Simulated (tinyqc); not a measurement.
# Read current of a NAND string, cells in series solved by shooting: what changes with what

Cells in series, numbered from 0 at the source line (0 V) to the bit line, each followed by a gap resistance Rg. A cell with gate Vg, threshold VT, source Vs and drain Vd passes I = 2 nf K Vt^2 [F(Vs) - F(Vd)]/(1 + th max(Vg - VT, 0)), F(V) = ln^2(1 + exp((Vg - VT - nf V)/(2 nf Vt))). The selected cell has Vg = Vr, the others Vg = Vp.

Inputs (values chosen for the exercise); values of the order met in vertical NAND strings:
```
symbol,value,unit,meaning
T,300,K,temperature
K,6.5,uA/V^2,gain factor of a cell
nf,1.8,,slope factor
th,0.1,1/V,mobility reduction factor
Rg,7.4,kohm,resistance of the gap between cells
Vbl,0.7,V,bit-line voltage
Vp,7.4,V,pass voltage
Ve,-2,V,threshold of an erased cell
Vh,3.7,V,threshold of the highest state
Vx,1.1,V,threshold of the selected cell
Is,50,nA,sensing current
Vr,2.11,V,read voltage on the selected word line
```

Constants: q = 1.602176634e-19 C, kB = 1.380649e-23 J/K, Vt = kB T/q. Results are converted to the units shown.

Each table varies one quantity; the others keep the values above.

## Read current against the number of cells

For a trial current I start at 0 V and, cell by cell, solve for the drain: sqrt(F(Vd)) = sqrt(F(Vs) - I/k), k = 2 nf K Vt^2/(1 + th max(Vg - VT, 0)), Vd = [Vg - VT - 2 nf Vt ln(exp(sqrt F) - 1)]/nf, then add I Rg. The string current is the I for which the last node reaches Vbl. The apparent threshold is the Vr at which I = Is. Background: all other cells erased (VT = Ve) or all in the highest state (VT = Vh); ratio and shift are high over erased and high minus erased. The selected cell is in the middle, cell n/2.

Result of one run:
```
n,"I, others erased (uA)","I, others high (uA)",ratio,"apparent VT, erased (V)","apparent VT, high (V)",background shift (mV)
32,0.4027,0.2520,0.6257,1.308,1.346,37.59
```

What becomes of these results when the number of cells n is changed from 32 to 96, all else the same?

Result of the changed run:
```
n,"I, others erased (uA)","I, others high (uA)",ratio,"apparent VT, erased (V)","apparent VT, high (V)",background shift (mV)
96,0.1598,0.09160,0.5732,1.423,1.542,118.8
```

The whole series:
```
n,"I, others erased (uA)","I, others high (uA)",ratio,"apparent VT, erased (V)","apparent VT, high (V)",background shift (mV)
8,0.9156,0.7076,0.7728,1.265,1.274,9.223
16,0.6443,0.4448,0.6904,1.279,1.298,18.56
32,0.4027,0.2520,0.6257,1.308,1.346,37.59
64,0.2290,0.1344,0.5870,1.365,1.442,77.12
96,0.1598,0.09160,0.5732,1.423,1.542,118.8
128,0.1227,0.06946,0.5661,1.481,1.644,163.0
```

With erased neighbours the current falls from 0.916 to 0.123 uA, as n^(-0.51) between the first two rows and n^(-0.92) between the last two (-1 once the series resistance rules). The ratio falls from 0.773 to 0.566 and the background shift rises from 9.22 to 163 mV.

## Effect of the pass voltage

Same model as above.

The string has 32 cells and the selected one is cell 16.

Effect of the pass voltage:
```
Vp (V),"I, others erased (uA)","I, others high (uA)",ratio,"apparent VT, erased (V)","apparent VT, high (V)",background shift (mV)
4.8,0.3547,0.05943,0.1675,1.317,1.538,221.0
5.3,0.3658,0.1105,0.3020,1.315,1.434,118.6
5.8,0.3758,0.1539,0.4095,1.313,1.395,82.18
6.3,0.3850,0.1901,0.4938,1.311,1.373,61.48
6.8,0.3935,0.2208,0.5613,1.310,1.358,48.23
7.3,0.4013,0.2472,0.6160,1.308,1.347,39.08
7.8,0.4085,0.2700,0.6610,1.307,1.339,32.44
```

As Vp goes from 4.8 to 7.8 V, the current with erased neighbours rises from 0.355 to 0.408 uA, that with high neighbours rises from 0.0594 to 0.270 uA and the ratio rises from 0.168 to 0.661. The background shift falls from 221 to 32.4 mV. A higher pass voltage also disturbs erased cells more, which this model leaves out.

Numbers from tinyqc (`OMP_NUM_THREADS=1 python tinyqc.py 2142148 2142149 out.jsonl`; about 0.5 s on one thread of a shared Intel Xeon 2.30GHz).
